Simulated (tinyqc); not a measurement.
Lifetime against injection: carrier lifetime from Shockley-Read-Hall, radiative, Auger and surface recombination. Computed by tinyqc, a small Python program. Command: `OMP_NUM_THREADS=1 python tinyqc.py 3026439 3026440 out.jsonl lifetime walk`. One thread of a shared host (Intel(R) Xeon(R) Processor @ 2.30GHz), about 0.02 s of CPU time with the checks.

Energies are counted from the top of the valence band. Boltzmann statistics, full ionisation, and equal excess densities of electrons and holes.

Inputs (values chosen for the exercise, with bands modelled on germanium): gap E_g = 0.66 eV; electron mass m_e = 0.226 m_0; valleys M_c = 4; hole mass m_h = 0.335 m_0; temperature T = 300 K; doping N = 5.5e+14 cm^-3; trap level E_t = 0.271 eV; trap density N_t = 7.8e+11 cm^-3; electron cross-section sigma_n = 9.2e-14 cm^2; hole cross-section sigma_p = 2.1e-16 cm^2; radiative coefficient B = 2e-14 cm^3/s; Auger coefficient C_n = 3.9e-31 cm^6/s; Auger coefficient C_p = 1.2e-30 cm^6/s; diffusion coefficient D = 36 cm^2/s; surface velocity S = 310 cm/s; thickness W = 100 micrometre.

Doping: p-type. Surface term: two equal surfaces.

Constants: m_0 = 9.1093837015e-31 kg; k_B = 1.380649e-23 J/K; h = 6.62607015e-34 J s; k_B = 8.617333262e-05 eV/K.

Method:
- N_c = 2 M_c (2 pi m_e k_B T/h^2)^(3/2) and N_v = 2 (2 pi m_h k_B T/h^2)^(3/2), masses in units of m_0.
- n_i = sqrt(N_c N_v) exp(-E_g/2 k_B T); majority density N/2 + sqrt(N^2/4 + n_i^2), minority density n_i^2 over it.
- v = sqrt(3 k_B T/m) with m_e or m_h; tau_n0 = 1/(sigma_n v_n N_t), tau_p0 = 1/(sigma_p v_p N_t); n1 = N_c exp(-(E_g - E_t)/k_B T), p1 = N_v exp(-E_t/k_B T).
- The slowest diffusion mode has x tan x = S W/(2 D) with 0 < x < pi/2 (bisection), and tau_s = W^2/(4 x^2 D). The common approximation is W/(2 S) + W^2/(pi^2 D).
- With n = n_0 + dn, p = p_0 + dn and U/dn = 1/tau: (n p - n_i^2)/dn = n_0 + p_0 + dn = s; 1/tau_SRH = s/[tau_p0 (n + n1) + tau_n0 (p + p1)]; 1/tau_rad = B s; 1/tau_Aug = (C_n n + C_p p) s; the rates add, with 1/tau_s.
- Rows stop below half the smaller effective density of states.

N_c = 1.07844e+19 cm^-3

N_v = 4.86563e+18 cm^-3

n_0 = 7.78834e+11 cm^-3

p_0 = 5.50779e+14 cm^-3

tau_p0 = 3.02545e-04 s

n1 = 3.14690e+12 cm^-3

tau_n0 = 5.67222e-07 s

p1 = 1.36314e+14 cm^-3

tau_s = 1.63612e-05 s

Lifetimes (s):
```
dn (cm^-3)         SRH   radiative       Auger   effective  radiative efficiency  fastest channel
1.00e+10    2.8654e-06  9.0651e-02  2.7418e+00  2.4383e-06            2.6898e-05              SRH
1.00e+11    2.9144e-06  9.0636e-02  2.7407e+00  2.4737e-06            2.7293e-05              SRH
1.00e+12    3.4034e-06  9.0488e-02  2.7304e+00  2.8172e-06            3.1134e-05              SRH
1.00e+13    8.2068e-06  8.9038e-02  2.6298e+00  5.4650e-06            6.1378e-05              SRH
1.00e+14    4.8942e-05  7.6739e-02  1.8711e+00  1.2260e-05            1.5976e-04          surface
1.00e+15    1.9638e-04  3.2226e-02  2.8629e-01  1.5095e-05            4.6842e-04          surface
1.00e+16    2.8742e-04  4.7386e-03  5.7226e-03  1.5388e-05            3.2474e-03          surface
1.00e+17    3.0147e-04  4.9726e-04  6.2289e-05  1.2121e-05            2.4375e-02          surface
1.00e+18    3.0295e-04  4.9972e-05  6.2832e-07  5.9667e-07            1.1940e-02            Auger
```

What does the comparison show, and why?

tau_SRH goes from 2.87e-6 s at low injection (5.05 times the minority capture time) to 3.03e-4 s in the last row; at high injection it tends to tau_n0 + tau_p0 = 3.03e-4 s. Ruling channel by row: SRH from 1e10, surface from 1e14, Auger from 1e18 cm^-3. The radiative efficiency peaks at 0.0244 near 1e17 cm^-3, below which non-radiative terms of first order take a larger share and above which Auger recombination does.

Extremes, crossings and ranges named in words are read from the listed rows.
